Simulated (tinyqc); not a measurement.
Worked calculation: Hubbard chain of 2 sites. One step of it, computed by the program tinyqc.

Question. The many-body Hamiltonian. Basis: all placements (u, d, 2, 0 on each site), up operators ordered before down ones; hops carry the sign of the same-spin electrons passed.

one-body matrix (hopping and site energies) (eV):
```
           1          2
1   0.720000  -1.100000
2  -1.100000  -0.920000
```

U = 9.500000 eV

electrons, up and down: 1  1

Give: H.

Answer.

H (eV), lower triangle:
```
         20       ud       du      02
20  10.9400
ud  -1.1000  -0.2000
du  -1.1000   0.0000  -0.2000
02   0.0000  -1.1000  -1.1000  7.6600
```
